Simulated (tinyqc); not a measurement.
Donor near an oxide interface in a gate field (two-state model): one step. Binding in the plane. Three cases, with inputs chosen for the exercise.

Task: Give D, D', the best L, both terms and E_rho.

Interface at z = 0 (hard wall), donor at z = d, field F pulling electrons to the interface: potential e F z; 1 kV/cm = 1e-5 eV/angstrom, c = hbar^2/2m0, q = e^2/(4 pi eps0), Q = (eps - eo)/(eps + eo). Donor state: E_D = e F d - ED - q Q/(4 eps d), the last term joining the images of ion and electron. Interface state: z exp(-b z/2) exp(-rho^2/(2 L^2)) with E_z = c b^2/(4 mz) + 3 e F/b + q Q b/(8 eps), minimised over b; in the plane at z = 3/b the ion (distance D = d - 3/b) and its image (D' = d + 3/b) give E_rho = c/(mt L^2) - (q/eps)(sqrt(pi)/L)[erfcx(D/L) + Q erfcx(D'/L)], erfcx(x) = exp(x^2) erfc(x), minimised over L. E_I = E_z + E_rho.

Constants: hbar^2/2m0 = 3.80998211 eV angstrom^2; e^2/(4 pi eps0) = 14.39964547 eV angstrom.

Give: D, D'; L; kinetic and Coulomb terms; E_rho.

Case 1.

Values chosen (out of a larger set: near those of a donor in Si below SiO2, static dielectric constants; not measured data): d = 90 angstrom (depth of the donor); mt = 0.193 m0 (mass in the plane); eps = 11.4 (dielectric constant of the semiconductor).

Q = 0.490196
<z> = 30.107 angstrom

Result:

D, D' (angstrom): 59.9  120.1

L = 73.6 angstrom

kinetic and Coulomb terms (meV): 3.64  -19.22

E_rho = -15.58 meV

The bottom of the well lies at -26.2 meV, so the level is 41 % of the way up; L/D = 1.23. Above the critical field the ionised donor would thus still hold its electron as a dot at the interface.

Case 2.

Values chosen (out of a larger set: near those of a donor in Si below HfO2, static dielectric constants; not measured data): d = 120 angstrom (depth of the donor); mt = 0.19 m0 (mass in the plane); eps = 11.3 (dielectric constant of the semiconductor).

Q = -0.321321
<z> = 27.607 angstrom

Result:

D, D' (angstrom): 92.4  147.6

L = 107.9 angstrom

kinetic and Coulomb terms (meV): 1.72  -7.53

E_rho = -5.80 meV

The bottom of the well lies at -11.0 meV, so the level is 47 % of the way up; L/D = 1.17. Above the critical field the ionised donor would thus still hold its electron as a dot at the interface.

Case 3.

Values chosen (out of a larger set: near those of a donor in Si below HfO2, static dielectric constants; not measured data): d = 170 angstrom (depth of the donor); mt = 0.187 m0 (mass in the plane); eps = 11.3 (dielectric constant of the semiconductor).

Q = -0.321321
<z> = 33.936 angstrom

Result:

D, D' (angstrom): 136.1  203.9

L = 137.2 angstrom

kinetic and Coulomb terms (meV): 1.08  -5.36

E_rho = -4.28 meV

The bottom of the well lies at -7.4 meV, so the level is 42 % of the way up; L/D = 1.01. Above the critical field the ionised donor would thus still hold its electron as a dot at the interface.

Computed by tinyqc, one run a case: `OMP_NUM_THREADS=1 python tinyqc.py N N+1 out.jsonl` with N = 1282240, 1282401, 1282407; one thread of a shared Intel(R) Xeon(R) Processor @ 2.30GHz, about 0.1 s a run at most.
